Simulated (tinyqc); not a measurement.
Inside a calculation: ellipsoidal valleys in the axes of a wafer and a channel. Values are carried at full precision from step to step, so a last printed digit may differ when a step is redone from the rounded ones.

Valleys with axes a along x, y and z, two valleys each; inverse mass tensor w = 1/mt + (1/ml - 1/mt) a a. Device axes: z = nz/|nz|, x = nx/|nx|, y = z cross x; in them a = (ax, ay, az). Confinement mass mz = 1/w_zz. In the plane w_ij is replaced by u_ij = w_ij - w_iz w_jz/w_zz (i, j = x, y); density-of-states mass md = 1/sqrt(det u); conductivity mass along x mc = 1/u_xx; ballistic transport mass mx = u_yy/det u, width mass my = 1/u_yy.

Constants: hbar^2/2m0 = 3.80998211 eV angstrom^2; kB = 8.617333262e-05 eV/K.

Values chosen for the exercise (near those of the Delta valleys of Si; not measured data):
- ml = 0.911 m0 (longitudinal mass)
- mt = 0.186 m0 (transverse mass)
- nz = (2, 1, 0) (surface normal (confinement))
- nx = (0, 0, 1) (channel direction)
- t = 3.6 nm (thickness of the film)
- T = 77 K (temperature)

## Device axes and valley axes

Give the rows x, y, z in cubic components and each valley axis in device components.

device axes:
```
,[100],[010],[001]
x,0.0000,0.0000,1.0000
y,0.4472,-0.8944,0.0000
z,0.8944,0.4472,0.0000
```

valley axes:
```
,ax,ay,az
x,0.0000,0.4472,0.8944
y,0.0000,-0.8944,0.4472
z,1.0000,0.0000,0.0000
```

## Tensors of the valley x

Form w and the reduced tensor u.

w (1/m0):
```
,x,y,z
x,5.3763,0.0000,0.0000
y,0.0000,4.5206,-1.7115
z,0.0000,-1.7115,1.9534
```

u (1/m0):
```
,x,y
x,5.3763,0.0000
y,0.0000,3.0211
```

The axis is tilted against the normal, so w_xz or w_yz is not zero and the reduction changes the masses in the plane.

## Masses of all valleys

Give mz, md, mc, mx and my.

Masses (m0):
```
valley,mz,md,mc,mx,my
x,0.5119,0.2481,0.1860,0.1860,0.3310
y,0.2212,0.3775,0.1860,0.1860,0.7660
z,0.1860,0.4116,0.9110,0.9110,0.1860
```

mz md^2 = ml mt^2 = 0.03152 for every valley, so a heavy confinement mass comes with a small density of states. The heaviest mz is 0.512, for x.

## Subbands and shares in a film

Hard walls: E_n = c (n pi/t)^2/mz, c = hbar^2/2m0, n = 1, 2, 3. Non-degenerate share of a valley proportional to md sum_n exp(-E_n/kT); mean 1/mc = sum of share/mc. 1 nm = 10 angstrom.

Give the ladders, the shares and the mean conductivity mass.

Subbands:
```
valley,E1 (meV),E2 (meV),E3 (meV),share
x,56.7,226.7,510.1,1.000
y,131.2,524.7,1180.5,0.000
z,156.0,624.0,1403.9,0.000
```

mean mc = 0.1860 m0

The lowest ladder (x) holds 100 % of the electrons in these valleys, the next starts 74 meV higher.

## Checks

- mz md^2 against ml mt^2: they agree to 1e-10 or better.
- mx my against md^2: they agree to 1e-10 or better.

Program tinyqc; command `OMP_NUM_THREADS=1 python tinyqc.py 1880211 1880212 out.jsonl`; about 0.01 s on one thread of a shared Intel(R) Xeon(R) Processor @ 2.30GHz.
